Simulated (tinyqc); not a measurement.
Deep-level transient spectroscopy: two steps of the calculation.

Schottky contact on an n-type layer with shallow donors Nd (all ionised) and a donor-like deep trap, neutral when filled and positive when empty; depletion approximation. Traps within lam of the depletion edge stay filled. A long pulse to Vp fills the traps beyond x1 = Wp - lam; back at Vr those between x1 and x2 = Wr - lam emit. A rate window reads S = C(t2) - C(t1).

Parameters, values chosen for the exercise; material values close to those of silicon: relative permittivity eps_r = 11.6; conduction-band density of states at 300 K Nc = 2.82e19 cm^-3; shallow donor density Nd = 9e15 cm^-3; built-in voltage Vbi = 0.82 V; depth of the trap below the conduction edge Et = 0.48 eV; trap density Nt = 1.6e14 cm^-3; reverse bias Vr = 1.4 V; reverse bias during the filling pulse Vp = 0.8 V; first sampling time t1 = 0.2 ms; second sampling time t2 = 2 ms; temperature of the transient T = 274 K.

Constants: q = 1.602176634e-19 C, kB = 1.380649e-23 J/K, eps0 = 8.8541878128e-14 F/cm where lengths are in cm. Results are converted to the units shown.

Task 1. Widths. lam = sqrt(2 eps0 eps_r (EF - ET)/(q Nd)), EF - ET = Et - (kB T/q) ln(Nc(T)/Nd), Nc(T) = Nc (T/300 K)^1.5. In the steady state at the band bending V, 2 eps0 eps_r V/q = Nd W^2 + Nt (W - lam)^2 (the second term only if W > lam). V = Vbi + Vr gives Wr and V = Vbi + Vp gives Wp; x1 = max(Wp - lam, 0).

Find: lam; Wr; Wp; x1; x2; G = (x2^2 - x1^2)/Wr^2.

Result 1.

lam = 204.4 nm
Wr = 560.4 nm
Wp = 479.0 nm
x1 = 274.6 nm
x2 = 356.0 nm
G = (x2^2 - x1^2)/Wr^2 = 0.1634

Task 2. The transient. W(t)^2 = Wr^2 + (Nt/Nd)(x2^2 - x1^2) exp(-en t), C = eps0 eps_r/W; for small Nt, dC/C = -(Nt/2 Nd) G exp(-en t) with G = (x2^2 - x1^2)/Wr^2. S = C(t2) - C(t1).

t, sample 0 to 6 (ms): 0  0.1  0.2  1.1  2  4  10
en = 2166.6603 1/s
Wr = 560.35828 nm
G = (x2^2 - x1^2)/Wr^2 = 0.16340610

Wanted: C; C - C(final); S.

Result 2.

```
sample  C (nF/cm^2)  C - C(final) (pF/cm^2)
0            18.303                 -26.565
1            18.308                 -21.399
2            18.312                 -17.237
3            18.327                  -2.455
4            18.329                  -0.349
5            18.329                  -0.005
6            18.329                   0.000
```

S = 16.887 pF/cm^2

Program tinyqc, `OMP_NUM_THREADS=1 python tinyqc.py 2050164 2050165 out.jsonl`; Intel Xeon 2.30GHz, shared host, one thread, about 0.01 s.
